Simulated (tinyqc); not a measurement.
Worked calculation: time-dependent dielectric breakdown: cell percolation, Weibull statistics, area scaling and voltage extrapolation. Computed by tinyqc, a small Python program that keeps every step. Command: `OMP_NUM_THREADS=1 python tinyqc.py 3020488 3020489 out.jsonl tddb walk`. One thread of a shared host (Intel(R) Xeon(R) Processor @ 2.30GHz), about 0.01 s of CPU time with the checks. Intermediate numbers are printed to about 6 digits and carried at full precision; extremes and crossings named in words are read from the listed rows.

The oxide is divided into columns of area a^2, each holding m = t_ox/a cells (m is taken as continuous). A share lambda(t) = (t/t_1)^alpha of the cells is defective, and a column whose cells are all defective breaks down.

Inputs (values chosen for the exercise, for a model gate oxide):
```
quantity                                                  value  unit
oxide thickness t_ox                                        3.2    nm
defect cell size a                                          1.1    nm
exponent alpha of defect growth                             0.9     -
time t_1 at which the occupied share would reach 1        13000     s
test area A                                                   1  um^2
product area A_u                                         200000  um^2
stress voltage V                                            4.7     V
use voltage V_u                                             2.5     V
local exponent n = -d ln t/d ln V at the stress voltage      36     -
activation energy E_a                                      0.78    eV
stress temperature T                                        150     C
use temperature T_u                                         100     C
allowed failure fraction F                                0.001     -
```

Voltage law used: power.

Constants: k_B = 8.617333262e-05 eV/K.

## Weibull parameters from the cell model

Failure fraction F = 1 - (1 - lambda^m)^N with N = A/a^2 columns, which for small lambda^m is 1 - exp(-(t/t63)^beta) with beta = alpha m and t63 = t_1 N^(-1/beta); critical share lambda(t63) = N^(-1/m). 1 um^2 = 1e6 nm^2.

cells per column m = 2.90909

columns N = 826446

Weibull slope beta = 2.61818

characteristic life t63 = 71.4325 s

critical share of defective cells = 0.00924608

Times between F = 10 % and 90 % span a factor 3.25: the smaller beta = alpha m, the wider the scatter. Caution: t_1 is an input here; in a real oxide it changes with thickness at fixed voltage.

## A sample of breakdown times

uniform random numbers u: 0.2652  0.6215  0.6479  0.0390  0.5774  0.1140  0.6784  0.0200  0.4254  0.9380  0.0525

Each device fails at t = t63 (-ln(1 - u))^(1/beta). Sort the times; median rank F_i = (i - 0.3)/(n_s + 0.4) for n_s devices; W = ln(-ln(1 - F_i)).

Weibull plot:
```
i     t (s)       F_i     ln t         W
1    16.094  0.061404  2.77843  -2.75877
2    20.847  0.149123  3.03722  -1.82333
3    23.416  0.236842  3.15344  -1.30826
4    31.888  0.324561  3.46222  -0.93549
5    45.565  0.412281  3.81915  -0.63204
6    57.011  0.500000  4.04324  -0.36651
7    67.474  0.587719  4.21174  -0.12098
8    70.649  0.675439  4.25773   0.11803
9    72.613  0.763158  4.28514   0.36489
10   74.958  0.850877  4.31693   0.64342
11  105.568  0.938596  4.65936   1.02614
```

## Fitting the sample

W = ln(-ln(1 - F_i)) with the median ranks F_i. Least squares in W: W = beta ln t - beta ln t63. Maximum likelihood: solve sum t^b ln t/sum t^b - 1/b = mean of ln t for b, then t63 = (mean of t^b)^(1/b).

slope by least squares = 1.76996

t63 by least squares = 61.4333 s

slope by maximum likelihood = 2.11778

t63 by maximum likelihood = 60.3262 s

The true values are beta = 2.618 and t63 = 71.4 s. With 11 devices the standard error of the maximum-likelihood slope is about 0.78 beta/sqrt(n_s) = 0.62; the fits miss by -0.85 and -0.50, and t63 by -14 and -16 %.

## Projection to use conditions

All three voltage laws share the slope n at the stress voltage. Factor t(V_u)/t(V): E law exp(n (1 - V_u/V)); 1/E law exp(n (V/V_u - 1)); power law (V/V_u)^n. Temperatures in kelvin are T(C) + 273.15. Temperature factor exp[(E_a/k_B)(1/T_u - 1/T)]; area factor (A/A_u)^(1/beta); percentile factor (-ln(1 - F))^(1/beta); life = t63 x all four; 1 year = 3.15576e7 s.

voltage factor = 7.40769e+09

temperature factor = 17.5710

area factor = 0.00944716

percentile factor = 0.0714907

projected life = 198.986 years

Area and percentile together cost 3.2 decades, voltage and temperature return 11.1; a ten-year target is met. Caution: a voltage factor of more than nine decades rests wholly on the chosen law and cannot be tested.

## Three voltage laws

Life = t63 x voltage, temperature, area and percentile factors, the last three as above.

Log10 of the life in years:
```
V_u/V  V_u (V)     E law  1/E law  power law
1.00     4.700  -7.57086  -7.5709   -7.57086
0.95     4.465  -6.78913  -6.7480   -6.76891
0.90     4.230  -6.00740  -5.8337   -5.92359
0.80     3.760  -4.44394  -3.6622   -4.08210
0.70     3.290  -2.88048  -0.8703   -1.99439
0.60     2.820  -1.31702   2.8522    0.41569
0.50     2.350   0.24644   8.0637    3.26622
0.40     1.880   1.80990  15.8810    6.75498
```

At V_u/V = 0.9 the laws differ by 0.17 decades at most, and at 0.5 by 7.8. The E law is the most cautious and the 1/E law the most hopeful. Ten years are reached at V_u/V = 0.452 (E), 0.646 (1/E), 0.578 (power). Caution: the rows at low voltage extrapolate over many decades and cannot be tested.

Checks made by the program: Weibull form against the exact column count at t63 (relative difference 4e-07).
